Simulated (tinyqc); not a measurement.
# n-type polysilicon, carrier trapping at grain boundaries: effect of the trap density of a grain boundary

One-dimensional grains of size Lg, uniform ionised doping N, monovalent traps Qt at each boundary at a depth Et below (for electrons) or above (for holes) the band edge there, abrupt depletion of width W on each side of a boundary, Boltzmann statistics. xi is the distance from the band edge at the grain centre to the Fermi level. Trapped charge Qt/(1 + exp((xi + VB - Et)/Vt)) = 2 N W, barrier VB = q N W^2/(2 eps0 eps_r).

If the trap equation with xi = Vt ln(NB/N) has a root W < Lg/2, the grain is partly depleted; otherwise W = Lg/2 and the trap equation gives xi = Et - VB + Vt ln(Qt/(N Lg) - 1). N* = Qt/Lg. n0 = NB exp(-xi/Vt); mean density n0 (1 - 2 W/Lg) by charge balance in a partly depleted grain, and n0 (sqrt(pi)/2) erf(u)/u with u = sqrt(VB/Vt) in a fully depleted one; v = sqrt(kB T/(2 pi ms m0)); barrier resistivity Vt exp(VB/Vt)/(q fe n0 v Lg); grain resistivity (1 - 2 W/Lg)/(q n0 mug); effective mobility 1/(q mean density total resistivity). Rows with xi above 0.45 V, towards mid-gap, are left out, since the other carrier type is ignored.

Values chosen for this exercise; values of the order met in polycrystalline silicon:
```
symbol,value,unit,meaning
T,300,K,temperature
eps_r,11.7,,relative permittivity
NB,2.8e19,cm^-3,conduction-band density of states at T
Lg,250,nm,grain size
Et,0.41,eV,depth of the trap level from the majority band edge at the boundary
ms,0.49,m0,mass for thermionic emission
fe,1,,correction factor of the emission rate
mug,56,cm^2/(V s),mobility inside the grains
N,2e17,cm^-3,doping
```

Constants: q = 1.602176634e-19 C, kB = 1.380649e-23 J/K, m0 = 9.1093837015e-31 kg, Vt = kB T/q, eps0 = 8.8541878128e-14 F/cm where lengths are in cm. Results are converted to the units shown.

The same in every row: xi (V) = 0.12775.

Effect of the trap density of a grain boundary:
```
Qt (cm^-2)	N/N*	depleted share 2 W/Lg	VB (V)	mean density (cm^-3)	resistivity (ohm cm)	effective mobility (cm^2/(V s))
2e11	25.000	0.039999	0.0038663	1.9200e17	0.54474	59.676
3.4e11	14.706	0.067998	0.011174	1.8640e17	0.53232	62.903
5.7e11	8.7719	0.11399	0.031402	1.7720e17	0.52204	67.471
9.7e11	5.1546	0.19388	0.090839	1.6122e17	0.73118	52.947
1.6e12	3.1250	0.29810	0.21475	1.4038e17	34.411	1.2921
2.8e12	1.7857	0.33542	0.27188	1.3292e17	310.47	0.15125
4.7e12	1.0638	0.34985	0.29577	1.3003e17	781.63	0.061410
8e12	0.62500	0.36057	0.31417	1.2789e17	1592.4	0.030649
```

As Qt goes from 2e11 to 8e12, VB rises from 0.00387 to 0.314 V, the resistivity goes from 0.545 through a minimum of 0.522 (at Qt = 5.7e11 among the rows listed) to 1590 ohm cm and the effective mobility goes from 59.7 through a maximum of 67.5 (at Qt = 5.7e11 among the rows listed) to 0.0306 cm^2/(V s). For Qt = 2e11, 3.4e11 VB is below Vt, where abrupt depletion and thermionic emission are rough. For Qt = 2e11, 3.4e11, 5.7e11 the effective mobility exceeds mug, since drift through the depleted part of the grain is left out.

tinyqc, about 0.01 s, one thread, Intel Xeon 2.30GHz (shared host): `OMP_NUM_THREADS=1 python tinyqc.py 2830074 2830075 out.jsonl`
